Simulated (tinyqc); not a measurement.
## Pinning factor and decay constant from two barriers

Question. phiB = S (phiM - chi) + (1 - S)(Eg - E0) with S = 1/(1 + (1/S0 - 1) exp(-be ti)). Find S0, S at the given thickness and be.

Values chosen for this exercise; semiconductor values close to those of germanium; interlayer mass of the order of that in silicon dioxide, offset chosen freely: band gap Eg = 0.647 eV; electron affinity chi = 3.88 eV; charge-neutrality level above the valence band E0 = 0.087 eV; metal work function phiM = 4.05 eV.

phiB at ti = 0, 0.3 nm (eV): [0.54089000, 0.47553279]

Answer. Each barrier gives its S by linear interpolation between the pinned and the unpinned value; the ratio of the two values of 1/S - 1 is exp(be ti).

S0 = 0.0490
S = 0.217
be = 5.60 1/nm

Numbers from tinyqc (`OMP_NUM_THREADS=1 python tinyqc.py 2270046 2270047 out.jsonl`; about 0.02 s on one thread of a shared Intel Xeon 2.30GHz).
